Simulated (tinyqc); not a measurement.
Which input was changed? Model: electron-beam lithography: double-Gaussian proximity function, edge placement and dose correction for parallel lines. Computed by tinyqc, a small Python program. Command: `OMP_NUM_THREADS=1 python tinyqc.py 3112537 3112538 out.jsonl proximity which`. One thread of a shared host (Intel(R) Xeon(R) Processor @ 2.30GHz), about 0.03 s of CPU time with the checks.

Lines are infinitely long. Absorbed energy is counted so that the middle of a very large area written at dose 1 receives 1; the resist develops where it exceeds 1/2.

Inputs (values chosen for the exercise, of the order of those for 10 keV electrons in resist on silicon):

| quantity | value | unit |
|---|---|---|
| forward range alpha | 0.0097 | micrometre |
| backscatter ratio eta | 0.66 | - |
| base dose D0 | 87 | microcoulomb/cm^2 |
| beam current | 0.14 | nA |
| pixel size | 4 | nm |
| width of the test line | 0.083 | micrometre |
| pattern density around the test line | 0.51 | - |

Constants: e = 1.602176634e-19 C.

Method. A test line of width w << beta in surroundings of density rho, all at dose d: near its edge E(x) = d [S + eta rho]/(1 + eta), S = [erf((b - x)/alpha) - erf((a - x)/alpha)]/2 for edges a and b, the second term being the background energy. Dose to size d_s = (1 + eta)/(erf(w/alpha) + 2 eta rho), dose = d_s D0; edge slope d [1 - exp(-w^2/alpha^2)]/(sqrt(pi) alpha (1 + eta)); width change per 1 % of dose = 2 x 0.01 x (1/2)/slope. With dose = d_s D0: electrons per pixel N = dose x pixel area/e; relative noise 1/sqrt(N); time per cm^2 of pattern area = dose x density/current; pixel rate = current/(dose x pixel area).

Task: One of these inputs alone was changed, within the range given: forward range alpha (0.00485 to 0.0194); backscatter ratio eta (0.33 to 1.32); base dose D0 (43.5 to 174); pixel size (2 to 8). Which one, and to what value?

Results:

| run | shot noise (%) | dose to size d_s | writing time per cm^2 (h) |
|---|---|---|---|
| before | 10.77099 | 0.9921109 | 87.34119 |
| after | 14.40935 | 0.9921109 | 87.34119 |

Result:

Each candidate set to reproduce shot noise, and what it then gives:

| candidate | range searched | value needed | dose to size d_s | writing time per cm^2 (h) |
|---|---|---|---|---|
| forward range alpha (micrometre) | 0.00485 to 0.0194 | no effect | - | - |
| backscatter ratio eta | 0.33 to 1.32 | out of reach | - | - |
| base dose D0 (microcoulomb/cm^2) | 43.5 to 174 | 48.61 | 0.99211 | 48.802 |
| pixel size (nm) | 2 to 8 | 2.990 | 0.99211 | 87.341 |

Only pixel size fits every result: it went from 4 to 2.99 nm. The next best candidate, base dose D0, misses one result by 44 %.
